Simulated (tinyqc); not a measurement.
# Free and trapped electrons in a MOS channel with a dense trap tail: two studies

p-type body, charge-sheet picture, full ionisation (an idealisation for deep acceptors), Boltzmann statistics for free electrons. e = Ec - EF at the surface. Acceptor-like traps of density D(E) = D0 + De exp(-E/Ew) at depth E below Ec, from 0 to Eu, hold n_t = integral of D(E)/(1 + exp((e - E)/Vt)). psi = Eg - Vt ln(Nv/Na) - e; N_dep = sqrt(2 eps0 eps_r Na (psi - Vt)/q); n_f = sqrt(N_dep^2 + 2 eps0 eps_r Vt Nc exp(-e/Vt)/q) - N_dep; Vg = Vfb + psi + q (N_dep + n_t + n_f)/Cox, Cox = eps0 eox/tox.

Inputs (values chosen for the exercise); band and dielectric values close to those of 4H silicon carbide: temperature T = 300 K; band gap Eg = 3.29 eV; relative permittivity eps_r = 9.73; conduction-band density of states at T Nc = 1.69e19 cm^-3; valence-band density of states at T Nv = 2.54e19 cm^-3; relative permittivity of the insulator eox = 3.9; insulator thickness tox = 73 nm; acceptor density Na = 4.5e15 cm^-3; flat-band voltage without trapped charge Vfb = -2.6 V; constant background density of acceptor-like traps D0 = 2.5e10 cm^-2 eV^-1; density of the tail at the conduction edge De = 3.8e13 cm^-2 eV^-1; decay energy of the tail Ew = 0.07 eV; depth below Ec down to which the traps reach Eu = 0.75 eV; mobility of free electrons mf = 94 cm^2/(V s).

Constants: q = 1.602176634e-19 C, kB = 1.380649e-23 J/K, Vt = kB T/q, eps0 = 8.8541878128e-14 F/cm where lengths are in cm. Results are converted to the units shown.

Each table varies one quantity; the others keep the values above.

## Free and trapped charge against gate voltage

Free share n_f/(n_f + n_t); swing ln 10 n_f/(dn_f/dVg); field-effect mobility mf q (dn_f/dVg)/Cox, for a constant mf; oxide field q (N_dep + n_t + n_f)/(eps0 eox).

Free and trapped charge against gate voltage:
```
Vg (V)	e (eV)	n_f (cm^-2)	n_t (cm^-2)	free share (%)	swing (mV/decade)	field-effect mobility (cm^2/(V s))	oxide field (MV/cm)
1.3	0.4252	4.743e5	1.580e10	0.003001	101.1	0.003440	0.1724
2.9	0.1556	1.501e10	3.757e11	3.841	1242	8.858	0.3546
4.5	0.1043	9.756e10	7.471e11	11.55	3054	23.41	0.5668
6.1	0.07661	2.426e11	1.064e12	18.56	5281	33.67	0.7822
7.7	0.05717	4.318e11	1.341e12	24.36	7647	41.40	0.9987
9.3	0.04180	6.573e11	1.582e12	29.35	9986	48.25	1.216
10.9	0.02884	9.164e11	1.791e12	33.85	1.224e4	54.87	1.433
12.4	0.01820	1.189e12	1.957e12	37.80	1.431e4	60.93	1.637
14	0.008051	1.511e12	2.104e12	41.80	1.652e4	67.05	1.855
```

n_f reaches 1e11 cm^-2 at Vg = 4.53 V, against 1.98 V without traps. The free share rises from 0.00300 to 41.8 % and the field-effect mobility rises from 0.00344 to 67.0 cm^2/(V s), although mf = 94 is constant: in the last row 71.3 % of Cox dVg goes into free electrons. The swing in the first row is 101 mV a decade (Vt ln 10 = 59.5). For Vg = 9.3, 10.9, 12.4, 14 EF lies less than 2 Vt below the band edge, or above it, where degeneracy and confinement, left out, matter.

## Effect of the acceptor density

Vfb is held fixed. VT is the Vg for n_f = 1e11 cm^-2; swing ln 10 n_f/(dn_f/dVg) at n_f = 1e8 cm^-2; the last three columns are for Vg = VT + 5.8 V, with free share n_f/(n_f + n_t) and field-effect mobility mf q (dn_f/dVg)/Cox; there EF is near the band edge, where Boltzmann statistics are rough.

Results:
```
Na (cm^-3)	e at VT (eV)	VT (V)	q n_t/Cox at VT (V)	swing (mV/decade)	n_f (cm^-2)	free share (%)	field-effect mobility (cm^2/(V s))
1e15	0.1200	3.297	2.054	195.2	8.078e11	33.75	49.72
2e15	0.1127	3.783	2.265	214.8	8.144e11	33.16	50.89
6e15	0.1003	4.859	2.669	253.2	8.227e11	31.95	53.20
1e16	0.09418	5.533	2.888	274.8	8.259e11	31.30	54.48
8e16	0.06836	10.28	3.986	400.0	8.468e11	28.65	61.59
2e17	0.05666	14.13	4.567	483.5	8.723e11	27.97	66.10
5e17	0.04485	19.94	5.193	594.6	9.171e11	27.89	71.39
```

Estimate the missing row, Na = 3e16 cm^-3.

Computed row:
```
Na (cm^-3)	e at VT (eV)	VT (V)	q n_t/Cox at VT (V)	swing (mV/decade)	n_f (cm^-2)	free share (%)	field-effect mobility (cm^2/(V s))
3e16	0.08071	7.538	3.427	332.1	8.335e11	29.82	57.78
```

With this row back in the table: As Na goes from 1e15 to 5e17, VT rises from 3.30 to 19.9 V, its part due to traps rises from 2.05 to 5.19 V, the swing rises from 195 to 595 mV/decade and the field-effect mobility rises from 49.7 to 71.4 cm^2/(V s). Most of the rise of VT is depletion charge; the trap part grows since the same n_f needs EF nearer the band edge at heavier doping. For Na = 5e17 e is under 2 Vt already at VT, so VT too is rough.

tinyqc, about 0.02 s, one thread, Intel Xeon 2.30GHz (shared host): `OMP_NUM_THREADS=1 python tinyqc.py 2222226 2222227 out.jsonl`
